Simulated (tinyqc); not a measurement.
# Effective-mass impurity with a central-cell term, in a basis of Slater functions, step by step

A worked calculation. Computed by tinyqc, a small Python program that keeps every step. Command: `OMP_NUM_THREADS=1 python tinyqc.py 3015362 3015363 out.jsonl centralcell walk`. One thread of a shared host (Intel(R) Xeon(R) Processor @ 2.30GHz), about 0.01 s of CPU time with the checks. Intermediate numbers are printed to about 6 digits and carried at full precision; extremes and crossings named in words are read from the listed rows.

The envelope obeys H = -nabla^2 - (2/r) [Z + A exp(-kappa r)] in effective units, with kappa = a*/lambda; positive A deepens the well near the core.

Inputs (values chosen for the exercise, with mass and screening modelled on germanium):
```
quantity                   value      unit
effective mass m           0.224       m_0
dielectric constant eps     16.5         -
charge Z of the core           2         -
central-cell strength A      8.7         -
central-cell range lambda    1.1  angstrom
basis size n                   4         -
smallest exponent zeta_1    0.41      1/a*
ratio beta of exponents      2.9         -
```

Impurity: donor, one isotropic band.

Constants: Ry = 13.605693123 eV; a_0 = 0.529177210903 angstrom.

## Effective units

Units: Ry* = Ry m/eps^2 and a* = a_0 eps/m, with m in m_0. kappa = a*/lambda; the hydrogenic ground state is bound by Z^2 Ry*.

Ry* = 11.1944 meV

a* = 38.9796 angstrom

kappa = 35.4360 1/a*

hydrogenic binding energy = 44.7776 meV

## Matrices over the s basis

zeta_i = zeta_1 beta^(i-1), i = 1..n. For s functions exp(-zeta r), with s = zeta_i + zeta_j: S = 2/s^3, T = zeta_i zeta_j S, V = -2 Z/s^2, W = -2 A/(s + kappa)^2; each function is normalised by dividing by sqrt(S_ii S_jj).

exponents (1/a*): 0.41  1.189  3.4481  9.99949

overlap S:
```
         1        2        3        4
1  1.00000  0.66603  0.23416  0.05888
2  0.66603  1.00000  0.66603  0.23416
3  0.23416  0.66603  1.00000  0.66603
4  0.05888  0.23416  0.66603  1.00000
```

kinetic T (Ry*):
```
          1         2         3         4
1    0.1681  0.324682  0.331039  0.241383
2  0.324682  1.413721   2.73058   2.78404
3  0.331039   2.73058   11.8894   22.9642
4  0.241383   2.78404   22.9642   99.9898
```

Coulomb V (Ry*):
```
          1         2         3          4
1     -1.64  -2.12996  -1.80684   -1.22575
2  -2.12996    -4.756  -6.17689   -5.23982
3  -1.80684  -6.17689  -13.7924   -17.9130
4  -1.22575  -5.23982  -17.9130  -39.99796
```

central cell W (Ry*):
```
             1           2           3          4
1  -0.00364923  -0.0172716  -0.0757706  -0.274890
2   -0.0172716  -0.0818182   -0.359788   -1.31257
3   -0.0757706   -0.359788    -1.59224   -5.89685
4    -0.274890    -1.31257    -5.89685   -22.6452
```

## Generalised eigenproblem

(T + V + W) c = E S c with c^T S c = 1 and the largest component positive.

two lowest levels (Ry*): -4.41126  -0.91972

coefficients of the lowest state: -0.157144  0.661140  0.505034  0.014241

<T> = 5.76002 Ry*

<W> = -0.779522 Ry*

## Converged levels

Large basis: zeta_i = 0.06 x 1.6^(i-1), i = 1..22, same formulas; for p functions r exp(-zeta r): S = 24/s^5, T = zeta_i zeta_j S (centrifugal term included), V = -12 Z/s^4, W = -12 A/(s + kappa)^4; overlap eigenvalues below 1e-11 are dropped. Binding energies are -E Ry*; the effective quantum number is nu = Z/sqrt(-E); |psi(0)|^2 is given relative to the hydrogenic Z^3/(pi a*^3).

1s binding energy = 51.1027 meV

2s binding energy = 11.9370 meV

2p binding energy = 11.1952 meV

effective quantum number of 1s = 0.936070

relative |psi(0)|^2 = 4.04625

The central cell moves 1s by +6.325 meV, 2s by +0.743 meV and 2p by a negligible amount: p states vanish at the core, so the 2p level gives the hydrogenic scale and 1s the chemical shift. The small basis lies 1.7 meV above the converged 1s level.

## Chemical shift by three methods

First order: shift = 8 A Z^3/(2 Z + kappa)^2 Ry*. One exponent: minimise zeta^2 - 2 Z zeta - 8 A zeta^3/(2 zeta + kappa)^2 by golden section on 0.2 to 6 Z. All shifts are the binding beyond Z^2 Ry*.

Shift of the 1s binding energy (meV):
```
A      first order  one exponent  large basis
-8.70     -4.00788      -3.42906     -2.94784
-4.35     -2.00394      -1.84550     -1.69686
0.87       0.40079       0.40796      0.41590
2.17       0.99967       1.04583      1.09977
4.35       2.00394       2.20102      2.45248
8.70       4.00788       4.91149      6.32512
10.90      5.02137       6.55710      9.27092
```

The three columns are ordered, first order <= one exponent <= large basis, since each is a variational bound with more freedom. At the largest attractive A first order gives 54 % and one exponent 71 % of the shift; at the most repulsive A the true shift is -2.948 meV against -4.008. Attraction pulls the envelope in and feeds itself, repulsion pushes it out and saturates.

## Convergence with the basis

The error is the lowest level above the large-basis value.

Error of the 1s level:
```
n  error (meV)  largest exponent (1/a*)
1      34.5848              4.10000e-01
2      11.1191              1.18900e+00
3       1.8007              3.44810e+00
4       1.7213              9.99949e+00
5       0.9919              2.89985e+01
6       0.9714              8.40957e+01
7       0.9647              2.43878e+02
8       0.9630              7.07245e+02
```

The error falls from 34.6 to 0.963 meV. The last function changes it by less than 5 %: it has levelled off, and what remains is set by beta and zeta_1, not by the range of exponents.

Checks made by the program: the large basis at A = 0 against Z^2, Z^2/4 and Z^2/4 (relative difference 1e-05).
